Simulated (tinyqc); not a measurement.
CCSD on RHF in the 6-311g basis, for H2, spin multiplicity 1, step by step. One step of it, computed by the program tinyqc.

Task: Integrals over molecular orbitals. (pq|rs) = sum C_ip C_jq C_kr C_ls (ij|kl), one index at a time.

coefficients C:
```
,MO1,MO2,MO3,MO4,MO5,MO6
1H 1s,0.179970,0.088360,-0.047149,-0.093491,-1.114125,-1.102509
1H 2s,0.301711,0.004319,-0.749261,-1.576028,1.226142,1.728932
1H 3s,0.139354,1.986142,0.861458,2.062904,-0.483384,-1.136918
2H 1s,0.179970,-0.088360,-0.047149,0.093491,-1.114125,1.102509
2H 2s,0.301711,-0.004319,-0.749261,1.576028,1.226142,-1.728932
2H 3s,0.139354,-1.986142,0.861458,-2.062904,-0.483384,1.136918
```

core Hamiltonian H = T + V (hartree):
```
,1H 1s,1H 2s,1H 3s,2H 1s,2H 2s,2H 3s
1H 1s,-0.447037,-0.961207,-0.645129,-0.505875,-0.657077,-0.535894
1H 2s,-0.961207,-1.014907,-0.828362,-0.657077,-0.838797,-0.739066
1H 3s,-0.645129,-0.828362,-0.794950,-0.535894,-0.739066,-0.741720
2H 1s,-0.505875,-0.657077,-0.535894,-0.447037,-0.961207,-0.645129
2H 2s,-0.657077,-0.838797,-0.739066,-0.961207,-1.014907,-0.828362
2H 3s,-0.535894,-0.739066,-0.741720,-0.645129,-0.828362,-0.794950
```

Two-electron integrals (ij|kl) in chemists' order, unique and non-zero (hartree):
```
i,j,k,l,(ij|kl)
1,1,1,1,1.393035
2,1,1,1,0.822971
2,1,2,1,0.509703
2,2,1,1,0.822904
2,2,2,1,0.543028
2,2,2,2,0.644106
3,1,1,1,0.411256
3,1,2,1,0.257757
3,1,2,2,0.279868
3,1,3,1,0.130794
3,2,1,1,0.543681
3,2,2,1,0.365771
3,2,2,2,0.452669
3,2,3,1,0.189803
3,2,3,2,0.325140
3,3,1,1,0.494021
3,3,2,1,0.340115
3,3,2,2,0.445993
3,3,3,1,0.178035
3,3,3,2,0.331779
3,3,3,3,0.361682
4,1,1,1,0.205662
4,1,2,1,0.131389
4,1,2,2,0.146311
4,1,3,1,0.067001
4,1,3,2,0.099951
4,1,3,3,0.094513
4,1,4,1,0.049317
4,2,1,1,0.278924
4,2,2,1,0.188427
4,2,2,2,0.232141
4,2,3,1,0.097804
4,2,3,2,0.165295
4,2,3,3,0.165324
4,2,4,1,0.077672
4,2,4,2,0.142926
4,3,1,1,0.194594
4,3,2,1,0.133187
4,3,2,2,0.169255
4,3,3,1,0.069472
4,3,3,2,0.122478
4,3,3,3,0.125594
4,3,4,1,0.055408
4,3,4,2,0.107274
4,3,4,3,0.082281
4,4,1,1,0.633794
4,4,2,1,0.440068
4,4,2,2,0.571448
4,4,3,1,0.230567
4,4,3,2,0.415546
4,4,3,3,0.426769
4,4,4,1,0.205662
4,4,4,2,0.421225
4,4,4,3,0.324800
4,4,4,4,1.393035
5,1,1,1,0.421225
5,1,2,1,0.263089
5,1,2,2,0.284006
5,1,3,1,0.133363
5,1,3,2,0.192190
5,1,3,3,0.179761
5,1,4,1,0.077672
5,1,4,2,0.115093
5,1,4,3,0.081637
5,1,4,4,0.278924
5,1,5,1,0.142926
5,2,1,1,0.498761
5,2,2,1,0.333322
5,2,2,2,0.406054
5,2,3,1,0.172541
5,2,3,2,0.289111
5,2,3,3,0.290626
5,2,4,1,0.108540
5,2,4,2,0.187576
5,2,4,3,0.140128
5,2,4,4,0.498761
5,2,5,1,0.187576
5,2,5,2,0.291188
5,3,1,1,0.381675
5,3,2,1,0.260446
5,3,2,2,0.333361
5,3,3,1,0.135856
5,3,3,2,0.244035
5,3,3,3,0.257400
5,3,4,1,0.086981
5,3,4,2,0.160618
5,3,4,3,0.123614
5,3,4,4,0.441744
5,3,5,1,0.148012
5,3,5,2,0.248081
5,3,5,3,0.222210
5,4,1,1,0.440068
5,4,2,1,0.303678
5,4,2,2,0.392252
5,4,3,1,0.158850
5,4,3,2,0.285839
5,4,3,3,0.295845
5,4,4,1,0.131389
5,4,4,2,0.263089
5,4,4,3,0.203769
5,4,4,4,0.822971
5,4,5,1,0.188427
5,4,5,2,0.333322
5,4,5,3,0.297665
5,4,5,4,0.509703
5,5,1,1,0.571448
5,5,2,1,0.392252
5,5,2,2,0.507624
5,5,3,1,0.205011
5,5,3,2,0.373186
5,5,3,3,0.395323
5,5,4,1,0.146311
5,5,4,2,0.284006
5,5,4,3,0.221601
5,5,4,4,0.822904
5,5,5,1,0.232141
5,5,5,2,0.406054
5,5,5,3,0.369754
5,5,5,4,0.543028
5,5,5,5,0.644106
6,1,1,1,0.324800
6,1,2,1,0.203769
6,1,2,2,0.221601
6,1,3,1,0.103429
6,1,3,2,0.150376
6,1,3,3,0.141162
6,1,4,1,0.055408
6,1,4,2,0.081637
6,1,4,3,0.058033
6,1,4,4,0.194594
6,1,5,1,0.107274
6,1,5,2,0.140128
6,1,5,3,0.110621
6,1,5,4,0.133187
6,1,5,5,0.169255
6,1,6,1,0.082281
6,2,1,1,0.441744
6,2,2,1,0.297665
6,2,2,2,0.369754
6,2,3,1,0.154552
6,2,3,2,0.266128
6,2,3,3,0.272514
6,2,4,1,0.086981
6,2,4,2,0.148012
6,2,4,3,0.110621
6,2,4,4,0.381675
6,2,5,1,0.160618
6,2,5,2,0.248081
6,2,5,3,0.212161
6,2,5,4,0.260446
6,2,5,5,0.333361
6,2,6,1,0.123614
6,2,6,2,0.222210
6,3,1,1,0.419507
6,3,2,1,0.289361
6,3,2,2,0.381390
6,3,3,1,0.151580
6,3,3,2,0.284697
6,3,3,3,0.312598
6,3,4,1,0.086594
6,3,4,2,0.157563
6,3,4,3,0.121486
6,3,4,4,0.419507
6,3,5,1,0.157563
6,3,5,2,0.264593
6,3,5,3,0.240177
6,3,5,4,0.289361
6,3,5,5,0.381390
6,3,6,1,0.121486
6,3,6,2,0.240177
6,3,6,3,0.281587
6,4,1,1,0.230567
6,4,2,1,0.158850
6,4,2,2,0.205011
6,4,3,1,0.083062
6,4,3,2,0.149552
6,4,3,3,0.155283
6,4,4,1,0.067001
6,4,4,2,0.133363
6,4,4,3,0.103429
6,4,4,4,0.411256
6,4,5,1,0.097804
6,4,5,2,0.172541
6,4,5,3,0.154552
6,4,5,4,0.257757
6,4,5,5,0.279868
6,4,6,1,0.069472
6,4,6,2,0.135856
6,4,6,3,0.151580
6,4,6,4,0.130794
6,5,1,1,0.415546
6,5,2,1,0.285839
6,5,2,2,0.373186
6,5,3,1,0.149552
6,5,3,2,0.276418
6,5,3,3,0.297867
6,5,4,1,0.099951
6,5,4,2,0.192190
6,5,4,3,0.150376
6,5,4,4,0.543681
6,5,5,1,0.165295
6,5,5,2,0.289111
6,5,5,3,0.266128
6,5,5,4,0.365771
6,5,5,5,0.452669
6,5,6,1,0.122478
6,5,6,2,0.244035
6,5,6,3,0.284697
6,5,6,4,0.189803
6,5,6,5,0.325140
6,6,1,1,0.426769
6,6,2,1,0.295845
6,6,2,2,0.395323
6,6,3,1,0.155283
6,6,3,2,0.297867
6,6,3,3,0.333640
6,6,4,1,0.094513
6,6,4,2,0.179761
6,6,4,3,0.141162
6,6,4,4,0.494021
6,6,5,1,0.165324
6,6,5,2,0.290626
6,6,5,3,0.272514
6,6,5,4,0.340115
6,6,5,5,0.445993
6,6,6,1,0.125594
6,6,6,2,0.257400
6,6,6,3,0.312598
6,6,6,4,0.178035
6,6,6,5,0.331779
6,6,6,6,0.361682
```

Give: one-electron integrals over orbitals h = C^T H C; Two-electron integrals over orbitals.

Result:

one-electron integrals over orbitals h = C^T H C (hartree):
```
,1,2,3,4,5,6
1,-1.1925,0.0000,0.1296,0.0000,0.0851,0.0000
2,0.0000,-0.4993,0.0000,0.2084,0.0000,0.0242
3,0.1296,0.0000,-0.3563,0.0000,-0.1625,0.0000
4,0.0000,0.2084,0.0000,-0.2606,0.0000,-0.2203
5,0.0851,0.0000,-0.1625,0.0000,1.3571,0.0000
6,0.0000,0.0242,0.0000,-0.2203,0.0000,1.4259
```

Two-electron integrals over orbitals (pq|rs), unique and non-zero (hartree):
```
p,q,r,s,(pq|rs)
1,1,1,1,0.6215
2,1,2,1,0.0536
2,2,1,1,0.3539
2,2,2,2,0.3026
3,1,1,1,-0.1296
3,1,2,2,-0.0287
3,1,3,1,0.0547
3,2,2,1,0.0211
3,2,3,2,0.0366
3,3,1,1,0.3620
3,3,2,2,0.2756
3,3,3,1,-0.0369
3,3,3,3,0.2818
4,1,2,1,-0.0672
4,1,3,2,-0.0037
4,1,4,1,0.1038
4,2,1,1,-0.1378
4,2,2,2,-0.0487
4,2,3,1,0.0419
4,2,3,3,-0.0475
4,2,4,2,0.0572
4,3,2,1,0.0356
4,3,3,2,0.0175
4,3,4,1,-0.0445
4,3,4,3,0.0304
4,4,1,1,0.4896
4,4,2,2,0.3294
4,4,3,1,-0.0822
4,4,3,3,0.3125
4,4,4,2,-0.1034
4,4,4,4,0.4260
5,1,1,1,-0.0851
5,1,2,2,-0.0123
5,1,3,1,0.0475
5,1,3,3,-0.0224
5,1,4,2,0.0273
5,1,4,4,-0.0570
5,1,5,1,0.0826
5,2,2,1,-0.0025
5,2,3,2,0.0035
5,2,4,1,0.0096
5,2,4,3,-0.0088
5,2,5,2,0.0125
5,3,1,1,0.1050
5,3,2,2,0.0328
5,3,3,1,-0.0388
5,3,3,3,0.0351
5,3,4,2,-0.0353
5,3,4,4,0.0720
5,3,5,1,-0.0432
5,3,5,3,0.0357
5,4,2,1,0.0104
5,4,3,2,-0.0188
5,4,4,1,-0.0340
5,4,4,3,0.0124
5,4,5,2,-0.0197
5,4,5,4,0.0452
5,5,1,1,0.6241
5,5,2,2,0.3480
5,5,3,1,-0.1360
5,5,3,3,0.3605
5,5,4,2,-0.1392
5,5,4,4,0.4921
5,5,5,1,-0.1242
5,5,5,3,0.1222
5,5,5,5,0.6774
6,1,2,1,-0.0289
6,1,3,2,0.0158
6,1,4,1,0.0632
6,1,4,3,-0.0301
6,1,5,2,0.0280
6,1,5,4,-0.0595
6,1,6,1,0.0895
6,2,1,1,-0.0266
6,2,2,2,0.0101
6,2,3,1,0.0219
6,2,3,3,-0.0020
6,2,4,2,0.0054
6,2,4,4,-0.0121
6,2,5,1,0.0357
6,2,5,3,-0.0157
6,2,5,5,-0.0451
6,2,6,2,0.0228
6,3,2,1,0.0307
6,3,3,2,-0.0022
6,3,4,1,-0.0509
6,3,4,3,0.0217
6,3,5,2,-0.0102
6,3,5,4,0.0292
6,3,6,1,-0.0470
6,3,6,3,0.0326
6,4,1,1,0.1418
6,4,2,2,0.0284
6,4,3,1,-0.0608
6,4,3,3,0.0442
6,4,4,2,-0.0463
6,4,4,4,0.0924
6,4,5,1,-0.0758
6,4,5,3,0.0509
6,4,5,5,0.1750
6,4,6,2,-0.0363
6,4,6,4,0.0891
6,5,2,1,0.0900
6,5,3,2,0.0054
6,5,4,1,-0.1410
6,5,4,3,0.0687
6,5,5,2,-0.0337
6,5,5,4,0.0807
6,5,6,1,-0.1324
6,5,6,3,0.0887
6,5,6,5,0.2620
6,6,1,1,0.6561
6,6,2,2,0.3648
6,6,3,1,-0.1524
6,6,3,3,0.3686
6,6,4,2,-0.1534
6,6,4,4,0.5243
6,6,5,1,-0.1587
6,6,5,3,0.1403
6,6,5,5,0.7241
6,6,6,2,-0.0548
6,6,6,4,0.2022
6,6,6,6,0.7945
```
